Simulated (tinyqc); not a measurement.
A clean chain and dephasing by Buettiker voltage probes: one step of the calculation.

Sites 1 to 3 form a chain with hopping -t. Lead L joins site 1 and lead R site 3, both semi-infinite chains with hopping -t and site energy 0. Every site carries a probe with self-energy -i Gamma_p/2 that draws no net current. Linear response at zero temperature: mu_L = 1, mu_R = 0 in units of the bias.

Question. Green function. Sigma = t^2 g(E), g(x) = (x - i sqrt(4 t^2 - x^2))/(2 t^2) for |x| < 2 t and (x - sign(x) sqrt(x^2 - 4 t^2))/(2 t^2) otherwise; Gamma = -2 Im Sigma; G = (E - H - Sigma_L - Sigma_R + i Gamma_p/2)^(-1).

Parameters, values chosen for the exercise:
- t = 1.7 eV (hopping (matrix element -t))
- U = [0, 0, 0] eV (site energies 1 to N)
- E = 0.07 eV (Fermi energy)
- gp = 1.7 eV (probe broadening Gamma_p)

Give: Sigma; Gamma; G.

Answer.

Sigma = 0.0350-1.6996i eV
Gamma = 3.3993 eV

G (1/eV):
```
                   1                 2                  3
1  -0.00031-0.24964i  0.21383+0.00560i  -0.00569+0.14250i
2   0.21383+0.00560i  0.00400-0.32082i   0.21383+0.00560i
3  -0.00569+0.14250i  0.21383+0.00560i  -0.00031-0.24964i
```

Computed by the program tinyqc: `OMP_NUM_THREADS=1 python tinyqc.py 2700047 2700048 out.jsonl`, one thread of a shared Intel Xeon 2.30GHz, about 0.01 s for the whole run.
